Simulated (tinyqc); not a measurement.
Signal and retention of a DRAM cell: effect of the cell capacitance.

A stored one starts at Vd and leaks: Cs dV/dt = -I(V), I = a sqrt((V + Vb)/(Vd + Vb)) + b, with a = Ig exp[-(Eg1 q/kB)(1/T - 1/T0)] (generation in a depletion layer) and b = Is exp[-(Es q/kB)(1/T - 1/T0)]. The bit line is precharged to Vd/2, and charge sharing gives the signal (V - Vd/2) Cs/(Cs + Cb).

The cell fails below Vc = Vd/2 + dm (Cs + Cb)/Cs. With s = sqrt((Vc + Vb)/(Vd + Vb)), the time from Vd to Vc is t = [2 Cs (Vd + Vb)/a] [1 - s - (b/a) ln((a + b)/(a s + b))]. This time is the median of a log-normal spread: failing cells = Nc erfc(z/sqrt 2)/2, z = ln(t/tr)/sg.

Inputs (values chosen for the exercise):

| symbol | value | unit | meaning |
|---|---|---|---|
| Vd | 1.1 | V | array voltage |
| Cb | 39 | fF | bit-line capacitance |
| dm | 70 | mV | smallest signal that the sense amplifier resolves |
| Vb | 1.33 | V | built-in plus back-bias voltage of the storage junction |
| Ig | 5.9 | fA | junction leakage at V = Vd and T0 |
| Is | 0.14 | fA | voltage-independent leakage at T0 |
| Es | 0.43 | eV | activation energy of Is |
| T0 | 358 | K | reference temperature |
| T | 368 | K | temperature |
| sg | 0.91 |  | deviation of ln(retention time) over the cells |
| Nc | 1.72e10 |  | cells |
| tr | 32 | ms | refresh interval |
| Eg1 | 0.58 | eV | activation energy of Ig |

Constants: q = 1.602176634e-19 C, kB = 1.380649e-23 J/K. Results are converted to the units shown.

Effect of the cell capacitance:
```
Cs (fF),Vc (V),retention time (s),failing cells
8,0.9613,0.1122,1.446e9
12,0.8475,0.3099,1.083e8
16,0.7906,0.5095,2.025e7
20,0.7565,0.7099,5.672e6
24,0.7338,0.9106,2.009e6
28,0.7175,1.112,8.318e5
32,0.7053,1.313,3.850e5
```

The retention time rises from 0.112 to 1.31 s, as Cs^(2.51) between the first two rows and Cs^(1.25) between the last two: faster than Cs, because the margin Vd - Vc grows too. It vanishes at Cs = 5.69 fF, where even a fresh one gives only dm.

Range of the model: Real arrays also hold a tail of unusually leaky cells and cells whose retention varies in time, which this model lacks.

tinyqc, about 0.01 s, one thread, Intel Xeon 2.30GHz (shared host): `OMP_NUM_THREADS=1 python tinyqc.py 2130069 2130070 out.jsonl`
